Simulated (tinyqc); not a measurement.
p-n diode with diffusion and depletion-layer recombination: currents and ideality against junction voltage.

Abrupt junction in the depletion approximation, low injection, full ionisation, neutral widths fixed, ohmic contact on the p side. Vj is the junction voltage; where a series resistance Rs is given, V = Vj + J Rs is the terminal voltage.

ni = sqrt(Nc Nv) exp(-Eg/(2 Vt)), Eg in volts; D = mu Vt; Ln = sqrt(Dn tn), Lp = sqrt(Dp tp); J0n = q ni^2 Dn coth(wp/Ln)/(Ln Na); J0p = (q ni^2 Dp/(Lp Nd)) (s + tanh(wn/Lp))/(1 + s tanh(wn/Lp)), s = Sp Lp/Dp. J_diff = (J0n + J0p)(exp(Vj/Vt) - 1). Vbi = Vt ln(Na Nd/ni^2), W = sqrt(2 eps0 eps_r (Vbi - Vj)(1/Na + 1/Nd)/q), xp = W Nd/(Na + Nd), xn = W Na/(Na + Nd); u(x) = q Na (x + xp)^2/(2 eps0 eps_r) for x < 0 and Vbi - Vj - q Nd (xn - x)^2/(2 eps0 eps_r) for x > 0; p = Na exp(-u/Vt), n = Nd exp((u - Vbi + Vj)/Vt); U = ni^2 (exp(Vj/Vt) - 1)/(tp (n + ni exp(Et/Vt)) + tn (p + ni exp(-Et/Vt))); J_scr = q times the integral of U from -xp to xn. J = J_diff + J_scr. Ideality = (1/Vt) dVj/d ln J or (1/Vt) dV/d ln J; last column ni^2 exp(Vj/Vt)/N^2.

Parameters, values chosen for the exercise; band and dielectric values close to those of silicon: temperature T = 300 K; band gap Eg = 1.14 eV; relative permittivity eps_r = 11.6; conduction-band density of states at T Nc = 2.77e19 cm^-3; valence-band density of states at T Nv = 2.68e19 cm^-3; acceptor density Na = 7.5e16 cm^-3; donor density Nd = 4.3e15 cm^-3; electron mobility in the p side mun = 830 cm^2/(V s); hole mobility in the n side mup = 430 cm^2/(V s); electron lifetime tn = 6e-7 s; hole lifetime tp = 3e-6 s; neutral width of the p side wp = 7 um; neutral width of the n side wn = 0.78 um; recombination velocity at the n contact Sp = 1e7 cm/s; series resistance Rs = 0.036 ohm cm^2; trap level above the intrinsic level Et = -0.05 eV.

Constants: q = 1.602176634e-19 C, kB = 1.380649e-23 J/K, Vt = kB T/q, eps0 = 8.8541878128e-14 F/cm where lengths are in cm. Results are converted to the units shown.

Currents and ideality against junction voltage:
columns A: Vj (V); B: J_diff (A/cm^2); C: J_scr (A/cm^2); D: J (A/cm^2); E: V (V); F: ideality against Vj; G: ideality against V; H: minority/doping, lighter side
```
A            B         C         D       E      F      G         H
0.19  4.320e-7  7.152e-8  5.035e-7  0.1900  1.069  1.069  4.409e-9
0.24  2.990e-6  2.014e-7  3.192e-6  0.2400  1.030  1.030  3.050e-8
0.29  2.069e-5  5.645e-7  2.125e-5  0.2900  1.013  1.013  2.110e-7
0.35  2.107e-4  1.956e-6  2.127e-4  0.3500  1.004  1.005  2.149e-6
0.4   0.001458  5.570e-6  0.001463  0.4001  1.002  1.004  1.487e-5
0.45   0.01008  1.610e-5   0.01010  0.4504  1.001  1.015  1.028e-4
0.5    0.06975  4.751e-5   0.06980  0.5025  1.000  1.097  7.115e-4
0.55    0.4825  1.440e-4    0.4827  0.5674  1.000  1.672  0.004922
0.61     4.914  5.625e-4     4.915  0.7869  1.000  7.844   0.05013
```

The ideality against Vj falls from 1.07 to 1.00. Diffusion is the larger current in every row. J_scr alone has an ideality of 1.87 between the first two rows and 1.70 between the last two. From Vj = 0.55 V the series resistance raises the terminal ideality by over a tenth; there J Rs = 0.67 Vt.

Numbers from tinyqc (`OMP_NUM_THREADS=1 python tinyqc.py 2260042 2260043 out.jsonl`; about 0.01 s on one thread of a shared Intel Xeon 2.30GHz).
